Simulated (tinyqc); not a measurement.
Inside a calculation. Model: hopping conduction between localised states. Computed by tinyqc, a small Python program that keeps every step. Command: `OMP_NUM_THREADS=1 python tinyqc.py 3019993 3019994 out.jsonl hop walk`. One thread of a shared host (Intel(R) Xeon(R) Processor @ 2.30GHz), about 0.01 s of CPU time with the checks. Intermediate numbers are printed to about 6 digits and carried at full precision; extremes and crossings named in words are read from the listed rows.

Energies are counted from the Fermi level. A small network shows the mechanism; the laws of an infinite system follow.

Inputs (values chosen for the exercise, for a model amorphous semiconductor):

| quantity | value | unit |
|---|---|---|
| localisation length xi | 1.3 | nm |
| density of states g_0 | 1.5e+12 | 1/(eV cm^2) |
| permittivity eps | 6.5 | - |
| activation energy E_a to extended states | 0.045 | eV |
| prefactor of activated conduction | 75 | microsiemens |
| prefactor of hopping | 0.66 | microsiemens |
| conductance scale G_0 | 1 | microsiemens |
| temperature T | 21 | K |

Dimension: 2D.

sites of the small network (nm, nm, meV):
```
      x     y  energy
1     0  1.32    0.66
2  1.27  0.06    -2.5
3  2.48  1.64   -4.74
4  3.76  1.97    3.44
5  4.95  0.16    8.34
6  6.13  1.74   -6.06
7  7.54  2.49   -3.88
8   8.5  0.76    0.72
```

Constants: k_B = 8.617333262e-05 eV/K; e^2/(4 pi eps_0) = 14.39964548 eV angstrom.

## Pair exponents

Miller-Abrahams exponent s_ij = 2 r_ij/xi + (|E_i| + |E_j| + |E_i - E_j|)/(2 k_B T); G_ij = G_0 exp(-s_ij). The diagonal is set to 0 and not used.

s_ij, lower triangle (symmetric):
```
         1        2        3       4        5       6       7       8
1   0.0000
2   4.4985   0.0000
3   6.8310   5.6810   0.0000
4   7.7713   8.1104   6.5539  0.0000
5  12.4303  11.6538  11.6579  7.9412   0.0000
6  13.1663  11.2598   8.9662  8.9129  10.9912  0.0000
7  14.2476  12.4893  10.5130  9.9152  12.1124  5.8057  0.0000
8  13.5031  12.9544  12.3771  9.4271  10.1476  7.6922  5.5858  0.0000
```

## Kirchhoff solution

Site 1 is held at potential 1 and site 8 at 0; Kirchhoff's law sum_j G_ij (u_i - u_j) = 0 fixes the others; G = sum_j G_1j (1 - u_j). G_ij = G_0 exp(-s_ij).

potentials: 1.00000  0.97832  0.92568  0.83601  0.73023  0.11917  0.06331  0.00000

conductance G = 3.95348e-04 microsiemens

-ln(G/G_0) = 7.83574

## Critical path

Critical exponent s_c: the smallest value such that bonds with s_ij <= s_c connect site 1 with site 8.

critical exponent s_c = 8.91295

One such path is 1-2-3-4-6-7-8. -ln(G/G_0) = 7.84 against s_c = 8.91: parallel paths of similar difficulty raise G above the critical bond.

## The network against temperature

Miller-Abrahams exponent s_ij = 2 r_ij/xi + (|E_i| + |E_j| + |E_i - E_j|)/(2 k_B T); G_ij = G_0 exp(-s_ij). Site 1 is held at potential 1 and site 8 at 0; Kirchhoff's law sum_j G_ij (u_i - u_j) = 0 fixes the others; G = sum_j G_1j (1 - u_j). The last column is the length of the critical bond.

Network:

| T (K) | -ln(G/G_0) | s_c | critical hop (nm) |
|---|---|---|---|
| 6.3 | 13.3911 | 13.8626 | 4.89200 |
| 9.5 | 11.2990 | 11.7282 | 4.89200 |
| 15.0 | 9.1605 | 10.1875 | 4.89200 |
| 21.0 | 7.8357 | 8.9129 | 2.38113 |
| 32.0 | 6.5446 | 7.1084 | 2.38113 |
| 52.0 | 5.5386 | 5.7833 | 2.38113 |
| 100.0 | 4.7647 | 4.7049 | 1.97200 |
| 320.0 | 4.2024 | 3.6350 | 2.16615 |

-ln(G/G_0) follows s_c within 1.1. The critical hop is 4.89 nm long at the lowest T and 2.17 nm at the highest: on cooling the carrier goes farther to find a site of nearer energy, which is variable-range hopping, though in so small a sample not at every step.

## Variable-range laws

Mott: T_M = 13.8/(k_B g_0 xi^2), exponent (T_M/T)^(1/3), mean hop r = (1/3) xi times the exponent. Efros-Shklovskii: T_ES = 6.5 e^2/(4 pi eps eps_0 k_B xi), exponent (T_ES/T)^(1/2). Coulomb gap width g_0 (e^2/(4 pi eps eps_0))^2. The numerical coefficients come from percolation theory and are given.

T_M = 6.31725e+06 K

T_ES = 12853.9 K

Mott exponent = 67.0043

Efros-Shklovskii exponent = 24.7405

mean hop by the Mott formula = 29.0352 nm

Coulomb gap = 0.736153 meV

The larger exponent, here Mott, is the one that limits; the two are equal at T = 0.0532 K, below which the Coulomb gap rules.

## Total conductivity

sigma = s_1 exp(-E_a/k_B T) + s_2 exp(-larger of the two exponents); reduced activation energy w = d ln(sigma)/d ln(T) by a central difference of +/- 1 %.

activated part = 1.18997e-09 microsiemens

hopping part = 5.24718e-30 microsiemens

conductivity = 1.18997e-09 microsiemens

reduced activation energy w = 24.8685

Activation to extended states carries 100 %. For sigma = s exp(-(T_0/T)^p), w = p (T_0/T)^p, so the slope of ln w against ln T gives -p.

Checks made by the program: current leaving the first site against current entering the last (relative difference below 1e-10).
